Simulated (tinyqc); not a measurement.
Inside a calculation. Method: lattice vibrations of a chain. Computed by tinyqc, a small Python program that keeps every step. Command: `OMP_NUM_THREADS=1 python tinyqc.py 21439 21440 out.jsonl` (the two numbers bound the seeds that draw the settings). One thread of a shared host (Intel(R) Xeon(R) Processor @ 2.60GHz), about 0.01 s of CPU time with the checks.

## Dynamical matrix at q = 0.08

A chain moving along its axis:
```
atom,mass (u),spring to the next atom (eV/angstrom^2)
1,18.700000,29.700000
2,53.300000,24.500000
3,82.600000,21.500000
```

q is in units of 2 pi/a. A spring k from atom i to atom j, n cells on, adds k to Phi_ii and Phi_jj, -k exp(2 pi i q n) to Phi_ij and the conjugate to Phi_ji (for one atom a cell: 2k (1 - cos 2 pi q n)); D_ij = Phi_ij / sqrt(m_i m_j).

D(q) (eV/(angstrom^2 u)):
```
,1,2,3
1,2.737968,-0.940745,-0.479384+0.263544i
2,-0.940745,1.016886,-0.369243
3,-0.479384-0.263544i,-0.369243,0.556901
```

## Frequencies

omega^2 are the eigenvalues; wavenumber = 521.4708 sqrt(eigenvalue) 1/cm.

eigenvalues: 0.013443  1.089920  3.208390

wavenumbers (1/cm): 60.5  544.4  934.1

weights |e|^2 of the mass-weighted modes:
```
,mode 1,mode 2,mode 3
atom 1,0.118916,0.042715,0.838368
atom 2,0.343501,0.516428,0.140071
atom 3,0.537583,0.440857,0.021561
```

## Dispersion and heat capacity

C/k_B per atom = mean over q = (j + 1/2)/80, j = 0..39 and all branches of y^2 e^y/(e^y - 1)^2, y = hc wavenumber / k_B T.

Wavenumbers (1/cm):
```
q,branch 1,branch 2,branch 3
0.000000,0.000000,549.489606,933.040391
0.062500,47.279602,546.381093,933.667789
0.125000,94.145093,537.226122,935.429310
0.187500,140.140769,522.514179,937.999305
0.250000,184.699397,503.020640,940.935475
0.312500,226.978299,479.865065,943.776229
0.375000,265.383881,454.907313,946.115179
0.437500,296.010772,432.261966,947.644667
0.500000,309.133668,421.784886,948.175661
```

Heat capacity:
```
T (K),C/k_B per atom
20,0.040366
50,0.102975
100,0.213944
200,0.429696
300,0.598200
600,0.845386
1200,0.955505
```

zero-point energy per atom = 33.323903 meV
